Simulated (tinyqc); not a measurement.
Inside a calculation. Method: CIS on RHF in the sto-3g basis, for BeH2, spin multiplicity 1. One step of it, computed by the program tinyqc.

Task: CIS triplet states. Diagonalise A (1 hartree = 27.211386 eV); each vector has its largest component positive (the first on a tie).

CIS matrix A, triplet (hartree), order 1>4, 1>5, 1>6, 1>7, 2>4, 2>5, 2>6, 2>7, 3>4, 3>5, 3>6, 3>7:
```
[[4.177586, 0.000000, -0.027117, 0.000000, 0.007505, 0.000000, -0.000348, 0.000000, 0.000000, 0.000000, 0.000000, 0.003085],
 [0.000000, 4.179090, 0.000000, 0.000000, 0.000000, 0.007206, 0.000000, 0.000000, 0.000000, 0.000000, 0.000000, 0.000000],
 [-0.027117, 0.000000, 4.432060, 0.000000, -0.000348, 0.000000, 0.006366, 0.000000, 0.000000, 0.000000, 0.000000, -0.009206],
 [0.000000, 0.000000, 0.000000, 4.673490, 0.000000, 0.000000, 0.000000, 0.007390, 0.003085, 0.000000, -0.009206, 0.000000],
 [0.007505, 0.000000, -0.000348, 0.000000, 0.270852, 0.000000, -0.001884, 0.000000, 0.000000, 0.000000, 0.000000, 0.035597],
 [0.000000, 0.007206, 0.000000, 0.000000, 0.000000, 0.276189, 0.000000, 0.000000, 0.000000, 0.000000, 0.000000, 0.000000],
 [-0.000348, 0.000000, 0.006366, 0.000000, -0.001884, 0.000000, 0.400266, 0.000000, 0.000000, 0.000000, 0.000000, -0.134331],
 [0.000000, 0.000000, 0.000000, 0.007390, 0.000000, 0.000000, 0.000000, 0.698980, 0.035597, 0.000000, -0.134331, 0.000000],
 [0.000000, 0.000000, 0.000000, 0.003085, 0.000000, 0.000000, 0.000000, 0.035597, 0.242740, 0.000000, 0.006866, 0.000000],
 [0.000000, 0.000000, 0.000000, 0.000000, 0.000000, 0.000000, 0.000000, 0.000000, 0.000000, 0.250870, 0.000000, 0.000000],
 [0.000000, 0.000000, 0.000000, -0.009206, 0.000000, 0.000000, 0.000000, -0.134331, 0.006866, 0.000000, 0.347571, 0.000000],
 [0.003085, 0.000000, -0.009206, 0.000000, 0.035597, 0.000000, -0.134331, 0.000000, 0.000000, 0.000000, 0.000000, 0.638677]]
```

Give: triplet excitation energies; lowest vectors.

Result:

triplet excitation energies (eV): [6.4200, 6.8265, 7.2394, 7.5151, 8.3519, 9.3091, 19.0915, 20.3105, 113.6006, 113.7192, 120.6812, 127.1731]

lowest vectors, order 1>4, 1>5, 1>6, 1>7, 2>4, 2>5, 2>6, 2>7, 3>4, 3>5, 3>6, 3>7:
```
[[0.0000, 0.0000, -0.0018, 0.0000, 0.0000, -0.0006],
 [0.0000, 0.0000, 0.0000, -0.0018, 0.0000, 0.0000],
 [0.0000, 0.0000, 0.0000, 0.0000, 0.0000, -0.0005],
 [-0.0009, 0.0000, 0.0000, 0.0000, 0.0013, 0.0000],
 [0.0000, 0.0000, 0.9823, 0.0000, 0.0000, 0.1706],
 [0.0000, 0.0000, 0.0000, 1.0000, 0.0000, 0.0000],
 [0.0000, 0.0000, -0.1253, 0.0000, 0.0000, 0.9051],
 [-0.1402, 0.0000, 0.0000, 0.0000, 0.2917, 0.0000],
 [0.9635, 0.0000, 0.0000, 0.0000, 0.2603, 0.0000],
 [0.0000, 1.0000, 0.0000, 0.0000, 0.0000, 0.0000],
 [-0.2280, 0.0000, 0.0000, 0.0000, 0.9204, 0.0000],
 [0.0000, 0.0000, -0.1390, 0.0000, 0.0000, 0.3895]]
```
